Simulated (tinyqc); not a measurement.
# Field emission through a triangular barrier, exact transmission by Airy functions: two studies

The left lead has its band edge at 0; for x > 0 the edge falls without end, U(x) = U0 - F x, with mass m1. No transverse momentum; C = hbar^2/(2 m0); psi and psi'/m are continuous at x = 0. The outgoing solution is Bi(z) + i Ai(z).

Parameters, values chosen for the exercise; masses and offsets of a made-up heterostructure: mass in the left lead mL = 0.051 m0; barrier edge at x = 0 U0 = 1.2 eV; mass in the barrier m1 = 0.13 m0; electron energy E = 0.699 eV; field in the barrier F = 0.049 V/nm.

Constants: q = 1.602176634e-19 C, hbar = 1.054571817e-34 J s, m0 = 9.1093837015e-31 kg, hbar^2/(2 m0) = 0.0380998212 eV nm^2. Results are converted to the units shown.

Each table varies one quantity; the others keep the values above.

## Effect of the barrier mass

Energy scale e = (C F^2/m1)^(1/3), z(x) = (U(x) - E)/e, s = (dz/dx)/m1 = -F/(e m1); v = k/m in a lead. With the Airy functions at z = z(0): g = s (Bi' + i Ai')/(Bi + i Ai), r = (i vL - g)/(i vL + g), T(E) = 1 - |r|^2 = 4 vL Im(g)/|i vL + g|^2, vL = sqrt(mL E/C)/mL. WKB: exp(-S), S = (4/(3 F)) sqrt(m1/C) [max(U0 - E, 0)^1.5]. For large z the ratio tends to c = 4 g0/(1 + g0^2), g0 = K/(m1 vL), K = sqrt(m1 (U0 - E)/C).

Effect of the barrier mass:
```
m1 (m0),z(0),"T(E), exact",exp(-S),ratio,c
0.047,4.013,4.400e-5,2.216e-5,1.986,1.984
0.063,4.424,7.850e-6,4.085e-6,1.922,1.928
0.084,4.870,1.095e-6,5.992e-7,1.828,1.839
0.11,5.328,1.301e-7,7.575e-8,1.718,1.731
0.15,5.908,7.622e-9,4.841e-9,1.575,1.588
0.2,6.502,3.589e-10,2.503e-10,1.434,1.446
0.27,7.187,8.981e-12,6.984e-12,1.286,1.296
0.36,7.910,1.508e-13,1.313e-13,1.148,1.157
```

What does the comparison show?

The exact T(E) falls from 4.40e-5 to 1.51e-13, while S grows with the square root of m1; the ratio to WKB falls from 1.99 to 1.15. At the largest z (7.91) the ratio is 0.76 % below c, at the smallest (4.01) 0.080 % above it.

## Exact and WKB transmission against field

Same model as above.

The same in every row: c = 1.6556.

Results:
```
F (V/nm),z(0),"T(E), exact",exp(-S),ratio
0.014,12.985,1.3326e-27,8.0669e-28,1.6520
0.02,10.237,1.7877e-19,1.0832e-19,1.6504
0.028,8.1797,4.6815e-14,2.8402e-14,1.6483
0.052,5.4139,8.3348e-8,5.0775e-8,1.6415
0.072,4.3580,8.8201e-6,5.3934e-6,1.6354
0.099,3.5244,2.3973e-4,1.4744e-4,1.6259
0.14,2.7974,0.0031378,0.0019529,1.6068
```

Estimate the missing row, F = 0.038 V/nm.

Computed row:
```
F (V/nm),z(0),"T(E), exact",exp(-S),ratio
0.038,6.6730,1.7162e-10,1.0429e-10,1.6455
```

With this row back in the table: The exact T(E) rises from 1.33e-27 to 0.00314; ln exp(-S) is linear in 1/F with slope -0.8734 V/nm, and the exact values give -0.8733 V/nm between the first two rows. At the largest z (13.0) the ratio is 0.22 % below c, at the smallest (2.80) 2.9 % below it.

Range of the model: Masses are held fixed, although real bands cease to be parabolic a few tenths of an eV from their edges.

tinyqc, about 0.01 s, one thread, Intel Xeon 2.30GHz (shared host): `OMP_NUM_THREADS=1 python tinyqc.py 2580102 2580103 out.jsonl`
